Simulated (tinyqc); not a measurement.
Inside a calculation. Model: p-n heterojunction, non-linear Poisson equation by Newton steps, Fermi-Dirac statistics.

tinyqc, about 0.2 s, one thread, Intel Xeon 2.30GHz (shared host): `OMP_NUM_THREADS=1 python tinyqc.py 2040030 2040031 out.jsonl` Printed values are rounded.

One dimension, material 1 (p-type) at x < 0 and material 2 (n-type) at x > 0. Band edges: Ec = -psi in material 1 and -psi + dEc in material 2, Ev = Ec - Eg. Flat quasi-Fermi levels: 0 for holes, +V for electrons. n = Nc F((EFn - Ec)/Vt), p = Nv F((Ev - EFp)/Vt), with F(eta) = F_1/2(eta) = (2/sqrt(pi)) int_0^infinity sqrt(u) du/(1 + exp(u - eta)) (Fermi-Dirac statistics); full ionisation, no interface charge, classical densities; the doping types are chosen for the exercise.

Values chosen for this exercise; band and dielectric values close to those of InP and In0.53Ga0.47As:
```
symbol    value   unit                                          meaning
T           250      K                                      temperature
Eg1        1.35     eV                           band gap of material 1
er1        12.7                     relative permittivity of material 1
Nc1      4.3e17  cm^-3  conduction-band density of states of material 1
Nv1     8.29e18  cm^-3     valence-band density of states of material 1
Eg2       0.738     eV                           band gap of material 2
er2        13.9                     relative permittivity of material 2
Nc2     1.63e17  cm^-3  conduction-band density of states of material 2
Nv2     5.77e18  cm^-3     valence-band density of states of material 2
dEc       -0.23     eV                 conduction-band offset Ec2 - Ec1
N1       2.5e17  cm^-3                   acceptor density of material 1
N2       1.4e16  cm^-3                      donor density of material 2
V             0      V                    bias of side 1 against side 2
```

Constants: q = 1.602176634e-19 C, kB = 1.380649e-23 J/K, Vt = kB T/q, eps0 = 8.8541878128e-14 F/cm where lengths are in cm. Results are converted to the units shown.

## Offsets and end potentials

dEv = Ev1 - Ev2 = Eg2 - Eg1 - dEc. Neutrality of the majority carriers far from the junction: Nv1 F((-psi_L - Eg1)/Vt) = N1 and Nc2 F((V + psi_R - dEc)/Vt) = N2. Total bending psi_R - psi_L.

dEv = -0.382 eV
psi_L = -1.27480 V
psi_R = -0.282229 V
psi_R - psi_L = 0.992570 V

The alignment is straddling (type I): dEc and dEv have the same sign.

## Permittivity of the intervals

x, node 0 to 12 (nm): -118  -71.2  -41.3  -22.3  -10.2  -2.45  2.45  12.3  32.3  72.5  154  317  648

er1 or er2; the interface lies midway in its interval, which gets the series value 2 er1 er2/(er1 + er2).

eps_r, interval 0 to 11: 12.7  12.7  12.7  12.7  12.7  13.2729  13.9  13.9  13.9  13.9  13.9  13.9

## Couplings between neighbouring nodes

a_i = eps0 eps_r/h_i for the interval from node i to i + 1, with h_i = x_(i+1) - x_i in cm.

coupling a_i, interval 0 to 11 (F/cm^2): 2.40274e-7  3.76081e-7  5.91833e-7  9.29324e-7  1.45094e-6  2.39839e-6  1.24947e-6  6.15366e-7  3.06152e-7  1.51010e-7  7.55050e-8  3.71822e-8

## Starting potential

material, node 0 to 12: 1  1  1  1  1  1  2  2  2  2  2  2  2

psi_L + (psi_R - psi_L)(1 + tanh(x/s))/2 on the inner nodes with s = 64 nm, psi_L and psi_R on the ends.

psi at the start, node 0 to 12 (V): -1.27480  -1.17800  -1.06065  -0.94476  -0.85695  -0.79750  -0.75952  -0.68429  -0.54735  -0.37554  -0.29023  -0.28228  -0.28223

## Iteration 1: densities, residual and Jacobian diagonal

n_i = Nc F(a_n), a_n = (V - Ec_i)/Vt; p_i = Nv F(a_p), a_p = (Ec_i - Eg)/Vt; rho_i = p_i - n_i + C_i with C = -N1 or +N2; g_i = (Nc F'(a_n) + Nv F'(a_p))/Vt with F' = F_-1/2(eta) = (1/sqrt(pi)) int_0^infinity u^(-1/2) du/(1 + exp(u - eta)). Box widths w_i = (h_(i-1) + h_i)/2 in cm. Residual F_i = a_i (psi_(i+1) - psi_i) - a_(i-1) (psi_i - psi_(i-1)) + q rho_i w_i; Jacobian: a_(i-1) and a_i beside the diagonal, b_i = -a_(i-1) - a_i - q g_i w_i on it. The two end nodes are fixed.

```
node   n (cm^-3)   p (cm^-3)
0     8.60305e-9      2.5e17
1     7.69342e-7  2.82520e15
2     1.78487e-4  1.21791e13
3      0.0387137  5.61509e10
4        2.28134   9.52865e8
5        36.0176   6.03540e7
6      3.44697e6  3.61818e14
7      1.13260e8  1.10119e13
8     6.52775e10  1.91062e10
9     1.89688e14   6.57232e6
10    9.74569e15   1.25301e5
11    1.39688e16     86623.5
12        1.4e16     86424.7
```

```
node  residual F (C/cm^2)  diagonal b (F/cm^2)
1             -1.31002e-7          -6.96922e-7
2             -7.34699e-8          -9.68135e-7
3             -4.92616e-8          -1.52116e-6
4             -3.51160e-8          -2.38027e-6
5             -2.04967e-8          -3.84933e-6
6              4.61257e-9          -3.64985e-6
7             -6.38063e-9          -1.86496e-6
8             -2.49209e-8          -9.21520e-7
9             -2.62522e-8          -4.65743e-7
10            -3.94939e-9          -1.09425e-6
11           -4.75225e-10          -2.60339e-6
```

## Iteration 1: Newton step

Solve the tridiagonal system a_(i-1) d_(i-1) + b_i d_i + a_i d_(i+1) = -F_i for nodes 1 to 11, with d = 0 on fixed nodes. Half of the step is added while the largest |d| exceeds 1.5 Vt, the full step after that.

Newton step d, before damping, node 1 to 11 (V): -0.79098  -1.11745  -1.20118  -1.20149  -1.17749  -1.15443  -1.11568  -1.02685  -0.76692  -0.10968  -0.00336
psi after iteration 1, node 0 to 12 (V): -1.27480  -1.57349  -1.61938  -1.54535  -1.45769  -1.38625  -1.33674  -1.24213  -1.06077  -0.75900  -0.34507  -0.28396  -0.28223

## Course of the Newton iteration

Stop when the largest undamped |d| is below 1e-9 V, or after 80 iterations.

Course of the iteration:
```
iteration  largest |F| (C/cm^2)  largest |d| (V)  at node
1                       1.31e-7             1.20        4
2                       1.29e-4            0.244        6
3                       7.07e-5            0.162        6
4                       3.88e-5            0.108        6
5                       2.15e-5           0.0830        5
6                       1.21e-5            0.123        5
7                       6.94e-6           0.0993        5
8                       4.04e-6           0.0647        5
9                       2.38e-6           0.0491        4
...                         ...              ...      ...
12                      4.88e-7           0.0649        4
13                      2.84e-7           0.0442        4
14                      1.62e-7           0.0402        8
15                      9.04e-8           0.0398        8
16                      4.91e-8           0.0315        8
17                      1.08e-8          7.18e-3        3
18                     9.08e-10          3.33e-4        3
19                     5.51e-12          1.67e-6        2
20                     1.82e-16         5.41e-11        2
```

Converged in 20 iterations. Once the step is below 0.1 Vt, 2 more iteration(s) reach the threshold: near the solution the error is roughly squared each time.

## Band edges, densities and displacement

converged psi, node 0 to 12 (V): -1.27480  -1.27431  -1.26488  -1.19824  -1.09072  -0.99446  -0.92566  -0.86785  -0.77732  -0.61870  -0.38752  -0.28549  -0.28223

Ec, Ev, n and p as defined; D = a_k (psi_(k+1) - psi_k) on the interval that holds the interface.

```
node  Ec (eV)    Ev (eV)   n (cm^-3)   p (cm^-3)
0     1.27480  -0.075201  8.60305e-9      2.5e17
1     1.27431  -0.075692  8.80148e-9  2.44422e17
2     1.26488  -0.085120  1.36336e-8  1.58372e17
3     1.19824  -0.151759  3.00608e-7  7.22913e15
4     1.09072  -0.259282  4.42132e-5  4.91663e13
5     0.99446  -0.355542  0.00385554  5.63814e11
6     0.69566  -0.042340     1542.76  7.71179e17
7     0.63785  -0.100145     22573.7  5.50643e16
8     0.54732  -0.190679   1.50897e6  8.26489e14
9     0.38870  -0.349296   2.37831e9  5.24409e11
10    0.15752  -0.580484  1.08819e14   1.14586e7
11    0.05549  -0.682511  1.20840e16   1.00544e5
12    0.05223  -0.685771      1.4e16     86424.7
```

D = 165.003 nC/cm^2

## Check against the first integral

Exact first integral: on each side D^2/(2 eps0 er) = G, G = q [Vt (nI_j - nI_b) + Vt (pI_j - pI_b) - C (psi_j - psi_b)], with C = -N1 or +N2, b the neutral end of that side, and nI, pI the densities with F_1/2 replaced by F_3/2(eta) = (4/(3 sqrt(pi))) int_0^infinity u^(3/2) du/(1 + exp(u - eta)). D is continuous, so er1 G1(psi_j) = er2 G2(psi_j) fixes psi_j. Ends from Nv1 F((-psi_L - Eg1)/Vt) = N1 and Nc2 F((V + psi_R - dEc)/Vt) = N2. D is counted positive when psi rises towards material 2.

psi_j = -0.953789 V
D = 164.213 nC/cm^2
psi_j - psi_L = 0.321010 V
psi_R - psi_j = 0.671560 V
Ec1 - EFn at the interface = 0.953789 eV
Ec2 - EFn at the interface = 0.723789 eV

Material 2 takes 67.7 % of the bending. The 13-node mesh gave D = 165.0 nC/cm^2, 0.48 % above the exact value in size.
